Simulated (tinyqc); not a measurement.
Bound state in one dimension: Numerov shooting, finite differences, DVR, step by step. Computed by tinyqc, a small Python program that keeps every step. Settings: points = 48. Command: `OMP_NUM_THREADS=1 python tinyqc.py 20727 20728 out.jsonl` (the two numbers bound the seeds that draw the settings). One thread of a shared host (Intel(R) Xeon(R) Processor @ 2.60GHz), about 0.01 s of CPU time with the checks.

## Numerov steps at E = 0.1

One particle of mass 1 in V = 10.8 (1 - exp(-0.86 x))^2 (atomic units), psi = 0 at both ends:
```
parameter                 value
left end              -1.600000
right end                     7
intervals                    48
h                      0.179167
state sought (nodes)          0
```

k_i = 2 m (E - V_i); (1 + h^2 k_(i+1)/12) y_(i+1) = 2 (1 - 5 h^2 k_i/12) y_i - (1 + h^2 k_(i-1)/12) y_(i-1), from y_0 = 0, y_1 = 0.001.

Points along the way:
```
i           x          V            k           y
0   -1.600000  94.563514  -188.927027    0.000000
1   -1.420833  61.881116  -123.562233    0.001000
2   -1.241667  39.361108   -78.522216    0.006716
3   -1.062500  24.094897   -47.989793    0.030827
4   -0.883333  13.975750   -27.751499    0.103617
5   -0.704167   7.481785   -14.763569    0.267864
16   1.266667   4.755358    -9.310716   14.627407
17   1.445833   5.468889   -10.737777   24.531464
18   1.625000   6.120213   -12.040427   43.238979
19   1.804167   6.707690   -13.215380   79.384300
20   1.983333   7.232703   -14.265405  150.738460
21   2.162500   7.698488   -15.196976  294.389750
```

## Bisection on the node count

With more sign changes than the state has nodes (the last point included) the energy is too high, else too low; the bracket starts as 0.1 to 10.

Trials:
```
trial           E  sign changes  y at the right end   next
1      5.05000000             1           -6.88e+05  lower
2      2.57500000             1           -1.03e+09  lower
3      1.33750000             0            1.51e+10  raise
4      1.95625000             1           -3.37e+08  lower
5      1.64687500             0            3.48e+09  raise
6      1.80156250             0            9.90e+08  raise
7      1.87890625             0            2.14e+08  raise
8      1.91757812             1           -8.61e+07  lower
9      1.89824219             0            5.74e+07  raise
10     1.90791016             1           -1.59e+07  lower
11     1.90307617             0            2.03e+07  raise
12     1.90549316             0            2.09e+06  raise
13     1.90670166             1           -6.96e+06  lower
14     1.90609741             1           -2.44e+06  lower
...           ...           ...                 ...    ...
28     1.90577150             1           -4.85e+01  lower
29     1.90577148             0            8.97e+01  raise
30     1.90577149             0            2.06e+01  raise
```

eigenvalue = 1.90577149 hartree

## The same grid by other methods

Three-point finite differences and the sine-DVR kinetic matrix of Colbert and Miller on the same points.

Lowest levels (hartree):
```
state  finite differences       DVR
0                1.891788  1.906010
1                5.114197  5.163329
2                7.599748  7.681048
```
